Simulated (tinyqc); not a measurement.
What each parameter does: eight-band Kane k.p model.

Eight-band Kane model, basis S, X, Y, Z times spin, zero of energy at the top of the unstrained valence band, c = hbar^2/2m0. Within each spin: H_SS = Eg + A c k^2, H_SX = i P kx (likewise Y, Z), H_XX = -Dso/3 + L kx^2 + M (ky^2 + kz^2), H_XY = N kx ky, and cyclic. Spin-orbit term (Dso/3) L.sigma on X, Y, Z with (L_k)_ij = -i epsilon_kij: <X+|H|Y+> = -i Dso/3, <X+|H|Z-> = Dso/3, <Y+|H|Z-> = -i Dso/3, <Z+|H|X-> = -Dso/3, <Z+|H|Y-> = i Dso/3, <X-|H|Y-> = i Dso/3, and their conjugates; + and - are the spin along z. Terms from inversion asymmetry are left out, so every level is twofold.

P = sqrt(Ep c); A = 1/me - Ep (Eg + 2 Dso/3)/(Eg (Eg + Dso)) keeps the electron mass; g1' = g1 - Ep/(3 Eg), g2' = g2 - Ep/(6 Eg), g3' = g3 - Ep/(6 Eg) remove the coupling to S that the Luttinger values already hold; L = -c (g1' + 4 g2'), M = -c (g1' - 2 g2'), N = -6 c g3'.

Constants: hbar^2/2m0 = 3.80998211 eV angstrom^2.

Parameters, chosen for this exercise (near those of Ge; not measured data):
- Eg = 0.882 eV (gap at Gamma to the s-like level)
- Dso = 0.29 eV (spin-orbit splitting)
- Ep = 27 eV (Kane energy)
- me = 0.0375 m0 (electron mass at Gamma)
- g1 = 13.38 (Luttinger gamma1)
- g2 = 4.24 (gamma2)
- g3 = 5.66 (gamma3)
- kmax = 0.08 1/angstrom (end of the path)

Unstrained; levels at |k| = kmax along [001], all derived values formed anew.

Results for these values:
```
case  conduction (eV)  heavy hole (eV)  light hole (eV)  split-off (eV)
base           1.3186          -0.1195          -0.2676         -0.6065
```

What happens to each result for g3 = 6.226, all else kept?

Answer: conduction does not change at the printed digits; heavy hole does not change at the printed digits; light hole does not change at the printed digits; split-off does not change at the printed digits.

The same for each parameter in turn:
```
case            conduction (eV)  heavy hole (eV)  light hole (eV)  split-off (eV)
base                     1.3186          -0.1195          -0.2676         -0.6065
Eg = 0.7938 eV           1.2273          -0.1195          -0.2689         -0.5896
Dso = 0.261 eV           1.3170          -0.1195          -0.2575         -0.5907
Ep = 24.3 eV             1.3185          -0.1195          -0.2661         -0.6140
me = 0.0338 m0           1.3722          -0.1195          -0.2640         -0.5925
g1 = 14.718              1.3104          -0.1521          -0.2986         -0.6326
g2 = 4.664               1.3084          -0.0988          -0.2529         -0.6316
g3 = 6.226               1.3186          -0.1195          -0.2676         -0.6065
```

tinyqc: `OMP_NUM_THREADS=1 python tinyqc.py 1080480 1080481 out.jsonl`; about 0.01 s, one thread, shared Intel(R) Xeon(R) Processor @ 2.30GHz.
